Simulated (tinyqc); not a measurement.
# A finite superlattice with mass mismatch, transfer matrices, step by step

Numbers from tinyqc (`OMP_NUM_THREADS=1 python tinyqc.py 2560130 2560131 out.jsonl`; about 0.01 s on one thread of a shared Intel Xeon 2.30GHz). Printed values are rounded.

One electron of energy E comes from the left lead (band edge 0); no transverse momentum. Parabolic bands, masses in units of m0, C = hbar^2/(2 m0); psi and psi'/m are continuous at every interface. N periods of a barrier d1 followed by a well Lw; the right lead equals the left one.

Values chosen for this exercise; masses and offsets of a made-up heterostructure: mass in the left lead mL = 0.04 m0; barrier height U1 = 0.51 eV; barrier mass m1 = 0.085 m0; barrier width d1 = 0.7 nm; well width (edge 0, mass mL) Lw = 5.4 nm; number of periods N = 8; electron energy E = 0.14 eV.

Constants: q = 1.602176634e-19 C, hbar = 1.054571817e-34 J s, m0 = 9.1093837015e-31 kg, hbar^2/(2 m0) = 0.0380998212 eV nm^2. Results are converted to the units shown.

Range of the model: Masses are held fixed, although real bands cease to be parabolic a few tenths of an eV from their edges (inside a barrier too). Layers thinner than about 0.8 nm hold only a few atomic planes, where an effective mass is a rough description.

## Wave numbers

k = sqrt(m (E - U)/C) where E > U, K = sqrt(m (U - E)/C) where E < U; v = k/m in the leads.

Layers:
```
   U (eV)  m (m0)  d (nm)  k or K (1/nm)  which
1    0.51   0.085     0.7       0.908550      K
2       0    0.04     5.4       0.383383      k
```

vL = 9.58457 1/nm
vR = 9.58457 1/nm

## Matrices of the layers

For the pair (psi, psi'/m) a flat layer has M = [[cos kd, (m/k) sin kd], [-(k/m) sin kd, cos kd]] with k = sqrt(m (E - U)/C) above its edge U, and M = [[cosh Kd, (m/K) sinh Kd], [(K/m) sinh Kd, cosh Kd]] with K = sqrt(m (U - E)/C) below it. M12 is in nm, M21 in 1/nm.

M of layer 1:
```
         1          2
1  1.20915  0.0635930
2  7.26556    1.20915
```

M of layer 2:
```
           1          2
1  -0.478961  0.0915885
2   -8.41368  -0.478961
```

## Product of the matrices

The matrix of the later layer stands to the left: M = M_n ... M_2 M_1; det M = 1.

M of one period:
```
           1          2
1  0.0863073  0.0802855
2   -13.6533   -1.11419
```

## N periods by the Chebyshev identity

x = (M11 + M22)/2 of one period. For |x| < 1 the energy lies in a miniband and cos(th) = x; for |x| > 1 it lies in a gap and cosh(g) = |x|. M^N = U_(N-1)(x) M - U_(N-2)(x) 1, with U_n = sin((n + 1) th)/sin th in a band and sign(x)^n sinh((n + 1) g)/sinh g in a gap.

x = -0.513939
th (rad) = 2.11057
U_(N-1) = -1.07632
U_(N-2) = 0.937256

M^N:
```
          1           2
1  -1.03015  -0.0864127
2   14.6953    0.261962
```

The energy lies in a miniband.

## Transmission and reflection

The matrix M carries (psi, psi'/m) across the stack, and v = k/m in each lead. psi = 1 + r at the left edge (incident amplitude 1) and t at the right edge. With det M = 1, a = i vR M11 - M21 and b = -vL vR M12 - i vL M22: t = 2 i vL/(a - b), r = -(a + b)/(a - b), T(E) = (vR/vL) |t|^2, R(E) = |r|^2.

t = -0.249146-0.765888i
r = -0.430936-0.406983i
T(E) = 0.648659
R(E) = 0.351341

T(E) + R(E) = 1: the current is conserved.
